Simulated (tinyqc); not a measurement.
# Hole mobility in a silicon inversion layer, empirical terms and Matthiessen rule: effect of the inversion density

Inversion layer of sheet density Ns on a uniformly doped body. The mobility terms are empirical power laws with prefactors chosen for the exercise; adding their inverses (Matthiessen) is itself an approximation.

ni = sqrt(Nc Nv) exp(-Eg/(2 Vt)), Eg in volts; Ndep = sqrt(2 eps0 eps_r Nb (2 Vt ln(Nb/ni) + Vsb)/q); E = q (Ndep + eta Ns)/(eps0 eps_r), in MV/cm. With t = T/(300 K): muC = Ac (Ns/1e12 cm^-2) t/(Nb/1e17 cm^-3 + Nit/1e11 cm^-2), muP = Ap E^(-1/3) t^(-1.75), muS = As E^(-gs); 1/mu is the sum of the inverses.

Values chosen for this exercise; material values close to those of silicon:
```
symbol    value        unit                                                meaning
T           325           K                                            temperature
Eg         1.12          eV                                               band gap
eps_r      11.7                         relative permittivity of the semiconductor
Nc      3.12e19       cm^-3                 conduction-band density of states at T
Nv      2.99e19       cm^-3                    valence-band density of states at T
Nb       6.3e16       cm^-3                                            body doping
Vsb           0           V                                      reverse body bias
eta      0.3333              weight of the inversion charge in the effective field
Ap          143  cm^2/(V s)           phonon-limited mobility at 1 MV/cm and 300 K
As          369  cm^2/(V s)                  roughness-limited mobility at 1 MV/cm
gs            1                                     exponent of the roughness term
Ac         1000  cm^2/(V s)                                      Coulomb prefactor
Nit      8.7e11       cm^-2                                charge at the interface
```

Constants: q = 1.602176634e-19 C, kB = 1.380649e-23 J/K, Vt = kB T/q, eps0 = 8.8541878128e-14 F/cm where lengths are in cm. Results are converted to the units shown.

Effect of the inversion density:
```
Ns (cm^-2),E (MV/cm),muC (cm^2/(V s)),muP (cm^2/(V s)),muS (cm^2/(V s)),mu (cm^2/(V s))
2e11,0.1331,23.22,243.5,2772,21.04
3.6e11,0.1413,41.80,238.6,2611,35.09
6.3e11,0.1553,73.15,231.3,2377,54.30
1.1e12,0.1795,127.7,220.4,2056,77.80
2e12,0.2259,232.2,204.1,1634,101.9
3.6e12,0.3084,418.0,184.0,1197,115.4
6.3e12,0.4475,731.5,162.5,824.5,114.5
1.1e13,0.6898,1277,140.7,534.9,102.5
2e13,1.154,2322,118.5,319.8,83.37
```

What does the table show?

As Ns goes from 2e11 to 2e13 cm^-2, E rises from 0.133 to 1.15 MV/cm and mu goes from 21.0 through a maximum of 115 (at Ns = 3.6e12 cm^-2 among the rows listed) to 83.4 cm^2/(V s). The smallest term is the Coulomb one in the first row and the phonon one in the last. Screening lifts the Coulomb term as Ns grows while the field presses the carriers to the interface, hence the maximum.

Numbers from tinyqc (`OMP_NUM_THREADS=1 python tinyqc.py 2510032 2510033 out.jsonl`; about 0.01 s on one thread of a shared Intel Xeon 2.30GHz).
